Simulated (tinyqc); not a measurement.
Worked calculation: one-electron ion in a basis of Gaussians. Computed by tinyqc, a small Python program that keeps every step. Settings: Z = 6, l = 0. Command: `OMP_NUM_THREADS=1 python tinyqc.py 25082 25083 out.jsonl` (the two numbers bound the seeds that draw the settings). One thread of a shared host (Intel(R) Xeon(R) Processor @ 2.60GHz), about 0.01 s of CPU time with the checks.

## Matrices over normalised Gaussians

exponents of r^l exp(-a r^2) (1/bohr^2): 2.111000  10.380000  51.060000  251.100000  1235.000000  6075.000000

Z = 6

l = 0

With p = a_i + a_j and I(k) = Gamma((k+1)/2) / (2 p^((k+1)/2)): S = I(2l+2), T = (2l+3) a_i a_j S / p, V = -Z I(2l+1), each divided by sqrt(S_ii S_jj).

S, lower triangle:
```
,1,2,3,4,5,6
1,1.000000
2,0.648878,1.000000
3,0.244039,0.648749,1.000000
4,0.077548,0.244017,0.648836,1.000000
5,0.023716,0.077534,0.244042,0.648796,1.000000
6,0.007195,0.023709,0.077534,0.243998,0.648752,1.000000
```

T (hartree), lower triangle:
```
,1,2,3,4,5,6
1,3.166500
2,3.414861,15.570000
3,1.484140,16.789007,76.590000
4,0.487019,7.297048,82.593712,376.650000
5,0.149940,2.394275,35.898125,406.158069,1852.500000
6,0.045550,0.737052,11.777702,176.507782,1997.542258,9112.500000
```

V (hartree), lower triangle:
```
,1,2,3,4,5,6
1,-13.911227
2,-15.526311,-30.847501
3,-12.047675,-34.427756,-68.416635
4,-8.354490,-26.714428,-76.358955,-151.720639
5,-5.647536,-18.524549,-59.251711,-169.331799,-336.476538
6,-3.797345,-12.521932,-41.085670,-131.389299,-375.529325,-746.267363
```

## Generalised eigenproblem

H = T + V (hartree), lower triangle:
```
,1,2,3,4,5,6
1,-10.744727
2,-12.111450,-15.277501
3,-10.563535,-17.638749,8.173365
4,-7.867471,-19.417380,6.234757,224.929361
5,-5.497597,-16.130274,-23.353586,236.826270,1516.023463
6,-3.751795,-11.784879,-29.307969,45.118483,1622.012933,8366.232637
```

Solve H C = S C e through S^(-1/2); each column has its largest component positive (the first on a tie).

eigenvalues of S: 0.102553  0.213085  0.460337  0.936387  1.703545  2.584093

eigenvalues (hartree): -17.944325  -2.600711  51.057055  408.516950  2371.746037  12857.345060

coefficients:
```
,1,2,3,4,5,6
1,0.244453,1.262322,-0.510255,-0.166119,0.062812,-0.024865
2,0.682010,-0.865844,1.392304,0.550186,-0.207350,0.081568
3,0.198039,-0.107342,-1.376998,-1.267664,0.530645,-0.206780
4,0.029648,-0.022994,0.033351,1.476438,-1.200418,0.505016
5,0.004286,-0.002017,-0.022092,-0.106063,1.486136,-1.133461
6,0.000679,-0.000506,0.000505,0.019839,-0.110774,1.390124
```

For Z = 6 and l = 0 the exact lowest level is -Z^2/(2 n^2) with n = l + 1: -18.000000 hartree.
